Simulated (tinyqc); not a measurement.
The integration grid: Kohn-Sham R2SCAN on finer and finer grids in the sto-3g basis, for H4+, spin multiplicity 2. Computed by the program tinyqc with PySCF. Self-consistent on each grid; the net force on the molecule should vanish.

Geometry (angstrom):
```
atom,x,y,z
H,0.0000,0.0000,0.0000
H,0.0000,0.0000,1.0670
H,0.0000,1.0080,0.0000
H,0.0000,1.0080,1.0670
```

Kohn-Sham energy on Becke grids (radial x angular points per atom):
```
grid,points,residual of the electron count,E (hartree),E - finest (mhartree),largest net force without grid terms (hartree/bohr)
10 x 14,536,5.28e-02,-1.69968,-12.31170,1.94e-16
15 x 26,1504,1.45e-02,-1.69484,-7.47560,1.39e-16
20 x 50,3932,5.36e-03,-1.68855,-1.18276,1.11e-16
30 x 86,10240,1.08e-03,-1.68766,-0.28783,2.22e-16
50 x 194,38624,5.64e-05,-1.68738,-0.00996,3.89e-16
75 x 302,90396,6.61e-06,-1.68737,-0.00156,2.34e-16
120 x 590,282332,1.01e-07,-1.68737,0.00000,3.33e-16
```

What does the comparison show, and why?

The energy is within 0.1 mhartree of the finest grid first at 50 x 194. The error has one sign here, though quadrature is not variational. The net force vanishes by symmetry here, so only the electron count signals a poor grid.
